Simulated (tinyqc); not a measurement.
# Scale length and length offset from two DIBL values

Inverse problem. DIBL = exp(-Le/(2 l)) + 2 exp(-Le/l) with Le = L - dL. Find l, dL and the drawn length for a DIBL of 100 mV/V.

DIBL at drawn lengths 26 and 49 nm (mV/V): [137.90903, 15.417451]

Solution. With e = exp(-Le/(2 l)), 2 e^2 + e = DIBL gives e and so Le/l at each length; Le/l is a straight line in L with slope 1/l.

l = 5.700 nm
dL = 1.100 nm
length for 100 mV/V = 29.15 nm

Computed by the program tinyqc: `OMP_NUM_THREADS=1 python tinyqc.py 2002142 2002143 out.jsonl`, one thread of a shared Intel Xeon 2.30GHz, about 0.01 s for the whole run.
